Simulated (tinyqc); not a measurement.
Polytypes and stacking faults of a tetrahedral semiconductor in an axial Ising model with couplings up to third neighbours: one step, computed by the program tinyqc.

Each double layer has s = +1 or -1 for the sense of its stacking step; E per pair of atoms = E0 - sum_n J_n <s_i s_(i+n)>, n = 1, 2, 3. Hexagonality h = (1 - <s_i s_(i+1)>)/2.

Task: Back from three energies to J1, J2, J3. With d2, d4, d6 the energies of 2H, 4H, 6H over 3C: d2 = 2 J1 + 2 J3, d4 = J1 + 2 J2 + J3, d6 = (2/3) J1 + (4/3) J2 + 2 J3, so J2 = (d4 - d2/2)/2, J3 = (3/4)(d6 - (2/3) d4), J1 = d2/2 - J3.

E(2H) - E(3C) = 23.04 meV/pair

E(6H) - E(3C) = 6.197333 meV/pair

E(4H) - E(3C) = 9.856 meV/pair

Give: J1 recovered; J2 recovered; J3 recovered.

Result:

J1 recovered = 11.8 meV/pair

J2 recovered = -0.832 meV/pair

J3 recovered = -0.2800 meV/pair
